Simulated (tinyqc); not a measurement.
Inside a calculation. Method: plane-wave Kohn-Sham cycle with exchange-only LDA in a layered model solid. Computed by tinyqc, a small Python program that keeps every step. Settings: points = 16, plane-wave index or count = 3, electrons = 2, k points = 3, area = 9.0, mixing = 0.5, iteration cap = 60. Command: `OMP_NUM_THREADS=1 python tinyqc.py 21938 21939 out.jsonl` (the two numbers bound the seeds that draw the settings). One thread of a shared host (Intel(R) Xeon(R) Processor @ 2.60GHz), about 0.02 s of CPU time with the checks. Later iterations appear only in the table of the cycle.

## Iteration 1: potential

A solid whose potential varies along x alone (atomic units):
```
parameter                      value
period a                   13.200000
cross-section of the cell   9.000000
electrons per cell                 2
grid points                       16
plane waves -n..n, n               3
k points                           3
V1 in V1 cos(2 pi x/a)     -0.450000
```

density at the start, on the grid x_j = j a/N (e/bohr^3): [0.01683502, 0.01683502, 0.01683502, 0.01683502, 0.01683502, 0.01683502, 0.01683502, 0.01683502, 0.01683502, 0.01683502, 0.01683502, 0.01683502, 0.01683502, 0.01683502, 0.01683502, 0.01683502]

V_H(G) = 4 pi rho(G)/G^2 for G != 0 (uniform background); v_x = -(3 rho/pi)^(1/3); V = V_ext + V_H + v_x; Fourier components f(G_m) = (1/N) sum_j f(x_j) exp(-i G_m x_j).

Potentials on the grid (hartree):
```
x              V_ext       V_H        v_x          V
0.000000   -0.450000  0.000000  -0.252384  -0.702384
0.825000   -0.415746  0.000000  -0.252384  -0.668130
1.650000   -0.318198  0.000000  -0.252384  -0.570582
2.475000   -0.172208  0.000000  -0.252384  -0.424591
3.300000           0  0.000000  -0.252384  -0.252384
4.125000    0.172208  0.000000  -0.252384  -0.080176
4.950000    0.318198  0.000000  -0.252384   0.065814
5.775000    0.415746  0.000000  -0.252384   0.163362
6.600000    0.450000  0.000000  -0.252384   0.197616
7.425000    0.415746  0.000000  -0.252384   0.163362
8.250000    0.318198  0.000000  -0.252384   0.065814
9.075000    0.172208  0.000000  -0.252384  -0.080176
9.900000           0  0.000000  -0.252384  -0.252384
10.725000  -0.172208  0.000000  -0.252384  -0.424591
11.550000  -0.318198  0.000000  -0.252384  -0.570582
12.375000  -0.415746  0.000000  -0.252384  -0.668130
```

V(G_m), m = 0, 1, 2, ... (hartree): [-0.252384, -0.225000, 0.000000, 0.000000, 0.000000, 0.000000, 0.000000]

## Iteration 1: Hamiltonian at one k

k = 0.000000 2 pi / a

H(m,m') = (k + G_m)^2/2 delta + V(G_m - G_m'), with V(-G) = V(G).

H (hartree), order -3, -2, -1, +0, +1, +2, +3:
```
[[0.767203, -0.225000, 0.000000, 0.000000, 0.000000, 0.000000, 0.000000],
 [-0.225000, 0.200766, -0.225000, 0.000000, 0.000000, 0.000000, 0.000000],
 [0.000000, -0.225000, -0.139096, -0.225000, 0.000000, 0.000000, 0.000000],
 [0.000000, 0.000000, -0.225000, -0.252384, -0.225000, 0.000000, 0.000000],
 [0.000000, 0.000000, 0.000000, -0.225000, -0.139096, -0.225000, 0.000000],
 [0.000000, 0.000000, 0.000000, 0.000000, -0.225000, 0.200766, -0.225000],
 [0.000000, 0.000000, 0.000000, 0.000000, 0.000000, -0.225000, 0.767203]]
```

## Iteration 1: levels at that k

Diagonalise the Hermitian matrix.

eigenvalues (hartree): [-0.550164, -0.261621, -0.021366, 0.238881, 0.295763, 0.851614, 0.852256]

## Iteration 1: new density

Motion across x is left out: the lowest 1 band(s) hold two electrons at each of the k points (j + 1/2)/nk - 1/2. Residual R = rho(out) - rho(in); rho(new) = rho(in) + 0.5 R. rho(out) = 2/(a A nk) sum |psi|^2 with psi = sum c exp(i G x). Harris energy E = band energy - dV sum rho (V_H/2 + v_x) + (3/4) dV sum rho v_x with rho(in), dV = a A/N, band energy = (2/nk) sum of the filled levels.

rho(out) (e/bohr^3): [0.06766630, 0.05547221, 0.03050361, 0.01127034, 0.00289475, 0.00058183, 0.00010766, 0.00001570, 0.00000178, 0.00001570, 0.00010766, 0.00058183, 0.00289475, 0.01127034, 0.03050361, 0.05547221]

density after iteration 1 (e/bohr^3): [0.04225066, 0.03615361, 0.02366932, 0.01405268, 0.00986488, 0.00870842, 0.00847134, 0.00842536, 0.00841840, 0.00842536, 0.00847134, 0.00870842, 0.00986488, 0.01405268, 0.02366932, 0.03615361]

energy per cell = -0.97404643 hartree

## Iteration 2: potential

As before.

Potentials on the grid (hartree):
```
x              V_ext        V_H        v_x          V
0.000000   -0.450000   0.895409  -0.342980   0.102430
0.825000   -0.415746   0.791324  -0.325617   0.049961
1.650000   -0.318198   0.526688  -0.282739  -0.074249
2.475000   -0.172208   0.201240  -0.237635  -0.208603
3.300000           0  -0.104467  -0.211197  -0.315664
4.125000    0.172208  -0.352682  -0.202599  -0.383073
4.950000    0.318198  -0.531990  -0.200743  -0.414535
5.775000    0.415746  -0.639882  -0.200379  -0.424516
6.600000    0.450000  -0.675871  -0.200324  -0.426196
7.425000    0.415746  -0.639882  -0.200379  -0.424516
8.250000    0.318198  -0.531990  -0.200743  -0.414535
9.075000    0.172208  -0.352682  -0.202599  -0.383073
9.900000           0  -0.104467  -0.211197  -0.315664
10.725000  -0.172208   0.201240  -0.237635  -0.208603
11.550000  -0.318198   0.526688  -0.282739  -0.074249
12.375000  -0.415746   0.791324  -0.325617   0.049961
```

V(G_m), m = 0, 1, 2, ... (hartree): [-0.241570, 0.126257, 0.038414, 0.005510, 0.001405, 0.000414, 0.000032]

## Iteration 2: Hamiltonian at one k

k = 0.000000 2 pi / a

As before.

H (hartree), order -3, -2, -1, +0, +1, +2, +3:
```
[[0.778017, 0.126257, 0.038414, 0.005510, 0.001405, 0.000414, 0.000032],
 [0.126257, 0.211580, 0.126257, 0.038414, 0.005510, 0.001405, 0.000414],
 [0.038414, 0.126257, -0.128283, 0.126257, 0.038414, 0.005510, 0.001405],
 [0.005510, 0.038414, 0.126257, -0.241570, 0.126257, 0.038414, 0.005510],
 [0.001405, 0.005510, 0.038414, 0.126257, -0.128283, 0.126257, 0.038414],
 [0.000414, 0.001405, 0.005510, 0.038414, 0.126257, 0.211580, 0.126257],
 [0.000032, 0.000414, 0.001405, 0.005510, 0.038414, 0.126257, 0.778017]]
```

## Iteration 2: levels at that k

As before.

eigenvalues (hartree): [-0.361233, -0.202064, -0.047395, 0.214981, 0.256941, 0.808547, 0.811280]

## Iteration 2: new density

As before.

rho(out) (e/bohr^3): [0.00009312, 0.00021951, 0.00092157, 0.00336674, 0.00941341, 0.01996747, 0.03297102, 0.04378635, 0.04797502, 0.04378635, 0.03297102, 0.01996747, 0.00941341, 0.00336674, 0.00092157, 0.00021951]

density after iteration 2 (e/bohr^3): [0.02117189, 0.01818656, 0.01229544, 0.00870971, 0.00963914, 0.01433794, 0.02072118, 0.02610585, 0.02819671, 0.02610585, 0.02072118, 0.01433794, 0.00963914, 0.00870971, 0.01229544, 0.01818656]

energy per cell = -0.92523945 hartree

## Convergence

Stop when sqrt(dV sum R^2) is below 1e-8, dV = a A/N.

Course of the cycle:
```
iteration  E (hartree)  norm of the residual
1          -0.97404643              2.49e-01
2          -0.92523945              2.88e-01
3          -1.35956162              2.67e-01
4          -0.73611433              2.47e-01
5          -1.19788844              2.51e-01
6          -0.79651336              2.59e-01
7          -1.26620295              2.57e-01
8          -0.77001049              2.54e-01
9          -1.23851088              2.55e-01
10         -0.78066072              2.56e-01
11         -1.25011438              2.56e-01
...                ...                   ...
50         -0.77752233              2.55e-01
51         -1.24682007              2.55e-01
52         -0.77770788              2.56e-01
53         -1.24773263              2.56e-01
54         -0.78010655              2.58e-01
55         -1.25899777              2.59e-01
56         -0.80644154              2.74e-01
57         -1.33610151              2.83e-01
58         -0.93063925              2.96e-01
59         -1.32546913              3.01e-01
60         -1.10454502              2.91e-01
```

Not converged within 60 iterations: the residual wanders without falling. Reruns (cap 100 unless said): mixing 0.1: not converged; mixing 0.5, Kerker q0 1.0: converged in 43 (E = -0.47584); mixing 0.3, Pulay depth 5: converged in 47 (E = -0.47584); the original settings with a cap of 400: not converged.
